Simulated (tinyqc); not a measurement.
# Gap and voltage scale from two read currents

Inverse problem. I = I0 exp(-g/g0) sinh(Vd/V0) at a fixed gap. Find V0 and g.

Inputs (values chosen for the exercise):
- I0 = 1.8 mA (current scale)
- g0 = 0.22 nm (tunnelling length)

I at Vd = 0.1 and 0.7 V (uA): 0.26221831  2.5405176

Answer. The ratio of the currents depends on V0 alone and falls steadily as V0 grows; either current then gives g.

V0 = 0.4800 V
g = 1.600 nm

Numbers from tinyqc (`OMP_NUM_THREADS=1 python tinyqc.py 2880015 2880016 out.jsonl`; about 0.06 s on one thread of a shared Intel Xeon 2.30GHz).
